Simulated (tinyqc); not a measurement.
Concentration-dependent dopant diffusion with charged defects and the built-in field: one step, computed by the program tinyqc. Command: `OMP_NUM_THREADS=1 python tinyqc.py 3026005 3026006 out.jsonl extrinsic walk`. One thread of a shared host (Intel(R) Xeon(R) Processor @ 2.30GHz), about 0.07 s of CPU time with the checks.

A constant source C_s feeds a half space. The dopant moves through neutral point defects and through charged ones, whose number grows with the majority carrier density n.

Question. Intrinsic density and partial diffusivities. n_i = 3.87e16 T^1.5 exp(-7014/T) per cm^3 (T in kelvin, an empirical form); each D = prefactor x exp(-E/(k_B T)); the intrinsic diffusivity D_i is their sum. Temperatures in kelvin are T(C) + 273.15.

Inputs (values chosen for the exercise, modelled on arsenic in silicon):
```
quantity                        value    unit
neutral prefactor D0x         0.00996  cm^2/s
neutral activation energy E0     3.44      eV
singly charged prefactor D01     29.9  cm^2/s
activation energy E1             4.14      eV
temperature T                    1075       C
```

Field enhancement: on.

Constants: k_B = 8.617333262e-05 eV/K.

Give: n_i; partial diffusivities; intrinsic diffusivity D_i.

Answer.

n_i = 1.0540e+19 1/cm^3

partial diffusivities (cm^2/s): Dx 1.3757e-15, D1 9.9803e-15

intrinsic diffusivity D_i = 1.1356e-14 cm^2/s
